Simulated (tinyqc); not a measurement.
Two branches across an indirect gap: complex band structure along [001] in sp3s* tight binding.

For k = (0, 0, kz) the phase sums are g0 = cos(phi) and g3 = i sin(phi), phi = kz a/4, and the s, pz, s* orbitals of anion (a) and cation (c) decouple from px, py. With z = exp(i phi), H(z) = H0 + z T + T^T/z for any complex z. H0 is diagonal (Esa, Epa, Exa, Esc, Epc, Exc). The anion-cation block is B(z) = z U + W/z and the cation-anion block z W^T + U^T/z, where U has Vss/2 (s,s), Vsapc/2 (s,z), -Vscpa/2 (z,s), Vxx/2 (z,z), Vxapc/2 (s*,z), -Vpaxc/2 (z,s*), and W has the same values with the s-z and s*-z signs reversed. |z| = 1 is a band state, |z| < 1 decays along [001] as exp(-kappa d) over a distance d, kappa = -(4/a) ln|z|. No spin-orbit coupling.

Inputs chosen for the exercise (out of a larger set: near a published set for GaP, fitted to gaps, whose masses and valley positions are rough (light masses up to twice too heavy); not measured data):
```
symbol  value                                                                                          unit      meaning
p       (-8.131, 1.129, -2.214, 4.128, 8.569, 7.19, -7.469, 2.145, 5.138, 4.254, 6.354, 4.631, 5.085)  eV        order Esa, Epa, Esc, Epc, Exa, Exc, Vss, Vxx, Vxy, Vsapc, Vscpa, Vxapc, Vpaxc
a       5.451                                                                                          angstrom  lattice constant
Eg      2.371                                                                                          eV        top of the energy range, the indirect gap
```

Ev = 0.01134 eV

The smallest kappa with Re kz = 0 and the smallest with Re kz > 0, at energies E from Ev; a dash: no such root.

Decay constants:
```
E/Eg  E (eV)  kappa at Gamma (1/angstrom)  kappa off Gamma (1/angstrom)  its Re kz (2 pi/a)
0.05  0.1186                       0.0665                        0.7249               0.837
0.20  0.4742                       0.1260                        0.6810               0.843
0.35  0.8298                       0.1565                        0.6311               0.850
0.50  1.1855                       0.1737                        0.5732               0.859
0.65  1.5412                       0.1804                        0.5036               0.872
0.80  1.8968                       0.1766                        0.4144               0.891
0.90  2.1339                       0.1668                        0.3331               0.917
0.97  2.2999                       0.1551                        0.2142               1.000
```

The branch at Gamma decays more slowly on all rows listed; the other takes over only closer to its band edge, where its kappa goes to zero. The two differ in Re kz, so passing from one to the other needs kz from an abrupt interface, a steep field, a phonon or a defect. Valleys off the [001] axis, such as L, are not seen on these branches.

Program tinyqc; command `OMP_NUM_THREADS=1 python tinyqc.py 1481457 1481458 out.jsonl`; about 0.01 s on one thread of a shared Intel(R) Xeon(R) Processor @ 2.30GHz.
